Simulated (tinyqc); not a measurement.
## Series resistance and length offset from two lengths at two overdrives

Inverse problem. In strong inversion R W = Rsd + k(x)(L - dL), k(x) = (1 + th1 x)/(mu0 Cox x), x the overdrive, Cox = eps0 eox/tox, with Rsd and dL independent of x. Find dL, Rsd, mu0 and th1.

Inputs (values chosen for the exercise):
- eox = 3.9 (relative permittivity of the gate insulator (close to silicon dioxide))
- tox = 1.9 nm (insulator thickness)

Constants: eps0 = 8.8541878128e-14 F/cm where lengths are in cm. Results are converted to the units shown.

total resistance times width (ohm um):
```
                  L = 0.096 um  L = 0.79 um
overdrive 0.55 V    954.278787   8203.23305
overdrive 1.3 V     550.267474   4157.87302
```

Solution. At each overdrive R W is a straight line in L; the two lines cross at L = dL, R W = Rsd. Their slopes give k x = (1 + th1 x)/(mu0 Cox), a straight line in x.

dL = 0.0190 um
Rsd = 150 ohm um
mu0 = 110 cm^2/(V s)
th1 = 0.270 1/V

Numbers from tinyqc (`OMP_NUM_THREADS=1 python tinyqc.py 2210139 2210140 out.jsonl`; about 0.01 s on one thread of a shared Intel Xeon 2.30GHz).
